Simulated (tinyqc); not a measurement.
Worked calculation: virtual-crystal alloy A(1-x)B(x) in sp3s* tight binding. Values are carried at full precision from step to step, so a last printed digit may differ when a step is redone from the rounded ones.

Virtual crystal: a(x) = (1 - x) aA + x aB (Vegard); the six levels are averaged linearly; the seven couplings follow Harrison's rule, V(x) a(x)^2 = (1 - x) V_A aA^2 + x V_B aB^2. No spin-orbit coupling and no disorder. Gaps are measured from the top of the valence band at Gamma; the Delta value is the minimum on (kx,0,0) for kx from 0.5 to 1.

Values chosen for the exercise (A near a published set for Si, B for Ge; such sets place X and L only to about 0.5 eV; not measured data): aA = 5.427 angstrom (lattice constant of A); aB = 5.657 angstrom (of B); pA = (-4.203, 1.722, -4.203, 1.722, 6.665, 6.665, -8.33, 1.715, 4.586, 5.723, 5.723, 5.357, 5.357) eV (order Esa, Epa, Esc, Epc, Exa, Exc, Vss, Vxx, Vxy, Vsapc, Vscpa, Vxapc, Vpaxc); pB = (-5.862, 1.605, -5.862, 1.605, 6.381, 6.381, -6.784, 1.613, 4.902, 5.445, 5.445, 5.204, 5.204) eV (the same for B); x = 0.64 (fraction of B).

## Parameters of the alloy

Form a(x) and the thirteen parameters.

a(x) = 5.5742 angstrom

parameters (eV): Esa -5.2648, Epa 1.6471, Esc -5.2648, Epc 1.6471, Exa 6.4832, Exc 6.4832, Vss -7.3142, Vxx 1.6484, Vxy 4.7961, Vsapc 5.5420, Vscpa 5.5420, Vxapc 5.2583, Vpaxc 5.2583

Against a plain linear average the 1/a^2 rule changes Vss by +26.3 meV and Vxy by +7.9 meV.

## Levels at Gamma

The parameters stand in the order Esa, Epa, Esc, Epc, Exa, Exc, Vss, Vxx, Vxy, Vsapc, Vscpa, Vxapc, Vpaxc. At k = 0 the s levels are the roots of [[Esa, Vss], [Vss, Esc]] and the p levels those of [[Epa, Vxx], [Vxx, Epc]]; the direct gap runs from the lower p root to the lower of the two upper roots.

s roots (eV): [-12.5790, 2.0495]

p roots (eV): [-0.0013, 3.2956]

direct gap = 2.0508 eV

The lowest empty level at Gamma is s-like.

## The Hamiltonian at X

sp3s* tight binding, nearest neighbours only: anion (a) at 0, cation (c) at a/4 (1,1,1), orbitals s, px, py, pz, s* on each; k in units of 2 pi/a. With phases e_j = exp(i (pi/2) k.n_j) for n = (1,1,1), (1,-1,-1), (-1,1,-1), (-1,-1,1): g0 = (e1+e2+e3+e4)/4, g1 = (e1+e2-e3-e4)/4, g2 = (e1-e2+e3-e4)/4, g3 = (e1-e2-e3+e4)/4. The diagonal holds the levels Esa, Epa, Exa (s*) and Esc, Epc, Exc. Anion-cation block: <sa|sc> = Vss g0; <sa|xc> = Vsapc g1; <xa|sc> = -Vscpa g1; <xa|xc> = Vxx g0; <xa|yc> = <ya|xc> = Vxy g3, <xa|zc> = <za|xc> = Vxy g2, <ya|zc> = <za|yc> = Vxy g1; <s*a|xc> = Vxapc g1; <xa|s*c> = -Vpaxc g1; y and z take g2 and g3 in place of g1; s-s* and s*-s* vanish.

k = (1,0,0); parameters in the order Esa, Epa, Esc, Epc, Exa, Exc, Vss, Vxx, Vxy, Vsapc, Vscpa, Vxapc, Vpaxc.

g0, g1, g2, g3: [0.0000, 1.0000i, 0.0000, 0.0000]

H (eV), rows sa, xa, ya, za, s*a, sc, xc, yc, zc, s*c and columns alike:
```
[[-5.2648, 0, 0, 0, 0, 0, 5.5420i, 0, 0, 0],
 [0, 1.6471, 0, 0, 0, -5.5420i, 0, 0, 0, -5.2583i],
 [0, 0, 1.6471, 0, 0, 0, 0, 0, 4.7961i, 0],
 [0, 0, 0, 1.6471, 0, 0, 0, 4.7961i, 0, 0],
 [0, 0, 0, 0, 6.4832, 0, 5.2583i, 0, 0, 0],
 [0, 5.5420i, 0, 0, 0, -5.2648, 0, 0, 0, 0],
 [-5.5420i, 0, 0, 0, -5.2583i, 0, 1.6471, 0, 0, 0],
 [0, 0, 0, -4.7961i, 0, 0, 0, 1.6471, 0, 0],
 [0, 0, -4.7961i, 0, 0, 0, 0, 0, 1.6471, 0],
 [0, 5.2583i, 0, 0, 0, 0, 0, 0, 0, 6.4832]]
```

## Levels at X

Diagonalise H; four bands are filled. The top of the valence band is the lower p root at Gamma.

levels (eV): [-8.8140, -8.8140, -3.1490, -3.1490, 1.1870, 1.1870, 6.4432, 6.4432, 10.4925, 10.4925]

gap from the valence top to X = 1.1884 eV

## The three valleys

The same at Gamma, along Delta and at L.

gaps (eV): Gamma 2.0508, Delta 0.9327, L 1.3681

position of the Delta minimum = 0.779 2 pi/a

In this model the alloy is indirect, with its lowest valley at the Delta line and the next 435 meV above. The bowing from disorder and bond relaxation, left out here, lowers real gaps, by tenths of an eV in badly matched pairs.

## Checks

- Direct gap from the blocks against the full matrix: both 2.05077.

(tinyqc, `OMP_NUM_THREADS=1 python tinyqc.py 1452759 1452760 out.jsonl`, Intel(R) Xeon(R) Processor @ 2.30GHz, 1 thread, shared host, about 0.1 s.)
